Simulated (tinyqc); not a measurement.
Capacitance measurement on a leaky thin oxide: effects of series resistance and leakage: one step of the calculation.

The device is a capacitance C in parallel with a leakage conductance G, in series with Rs and Ls. An impedance meter reports either a parallel pair (Cp, Gp) from Y = 1/Z = Gp + i w Cp or a series pair (Cs, Rm) from Z = Rm + 1/(i w Cs); w = 2 pi f, dissipation D = Gp/(w |Cp|).

Task. True capacitance and conductance. EOT = 3.9 tox/eox; CET = EOT + zc + zp; C = 3.9 eps0 A/CET; G = Jg A/Vs.

Inputs (values chosen for the exercise); values of the order met in thin-oxide MOS capacitors:
```
symbol,value,unit,meaning
eox,3.9,,relative permittivity of the gate insulator (close to silicon dioxide)
tox,1.9,nm,insulator thickness
A,10000,um^2,gate area
zc,0.33,nm,oxide-equivalent thickness added by the accumulation layer
zp,0,nm,oxide-equivalent thickness added by gate depletion
Jg,0.0032,A/cm^2,"gate leakage current density, not matched to the thickness"
Vs,0.23,V,voltage for an e-fold rise of the leakage
```

Constants: eps0 = 8.8541878128e-14 F/cm where lengths are in cm. Results are converted to the units shown.

Find: EOT; CET; C; G.

Result.

EOT = 1.9000 nm
CET = 2.2300 nm
C = 154.85 pF
G = 1.3913 uS

Program tinyqc, `OMP_NUM_THREADS=1 python tinyqc.py 2022146 2022147 out.jsonl`; Intel Xeon 2.30GHz, shared host, one thread, about 0.01 s.
